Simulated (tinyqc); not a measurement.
p-n diode with diffusion and depletion-layer recombination: two steps of the calculation.

Abrupt junction in the depletion approximation, low injection, full ionisation, neutral widths fixed, ohmic contact on the p side. Vj is the junction voltage; where a series resistance Rs is given, V = Vj + J Rs is the terminal voltage.

Parameters, values chosen for the exercise; band and dielectric values close to those of 4H silicon carbide: temperature T = 300 K; band gap Eg = 3.25 eV; conduction-band density of states at T Nc = 1.71e19 cm^-3; valence-band density of states at T Nv = 2.51e19 cm^-3; acceptor density Na = 3.7e16 cm^-3; donor density Nd = 2.7e15 cm^-3; electron mobility in the p side mun = 560 cm^2/(V s); hole mobility in the n side mup = 120 cm^2/(V s); electron lifetime tn = 6e-9 s; hole lifetime tp = 2e-7 s; neutral width of the p side wp = 0.78 um; neutral width of the n side wn = 2.7 um; recombination velocity at the n contact Sp = 1e7 cm/s; series resistance Rs = 0.0012 ohm cm^2; terminal voltage V = 2.76 V.

Constants: q = 1.602176634e-19 C, kB = 1.380649e-23 J/K, Vt = kB T/q. Results are converted to the units shown.

Problem 1. Diffusion lengths and saturation currents. ni = sqrt(Nc Nv) exp(-Eg/(2 Vt)), Eg in volts; D = mu Vt; Ln = sqrt(Dn tn), Lp = sqrt(Dp tp); J0n = q ni^2 Dn coth(wp/Ln)/(Ln Na); J0p = (q ni^2 Dp/(Lp Nd)) (s + tanh(wn/Lp))/(1 + s tanh(wn/Lp)), s = Sp Lp/Dp.

Wanted: ni; Ln; Lp; J0n; J0p.

Solution 1.

ni = 1.041e-8 cm^-3
Ln = 2.947 um
Lp = 7.877 um
J0n = 8.916e-47 A/cm^2
J0p = 7.671e-47 A/cm^2

wp/Ln = 0.26 and wn/Lp = 0.34; electrons carry 53.8 % of the diffusion current.

Problem 2. New Vj. Diffusion current alone: J = J0 (exp(Vj/Vt) - 1), g = Vj + J Rs - V, g' = 1 + Rs J0 exp(Vj/Vt)/Vt, Vj(new) = Vj - g/g'.

Vj after iteration 1 = 2.76 V
J0 = J0n + J0p = 1.6586071e-46 A/cm^2

Find: J; g; g'; Vj after iteration 2.

Solution 2.

J = 3.852 A/cm^2
g = 0.004623 V
g' = 1.179
Vj after iteration 2 = 2.756 V

tinyqc, about 0.01 s, one thread, Intel Xeon 2.30GHz (shared host): `OMP_NUM_THREADS=1 python tinyqc.py 2260033 2260034 out.jsonl`
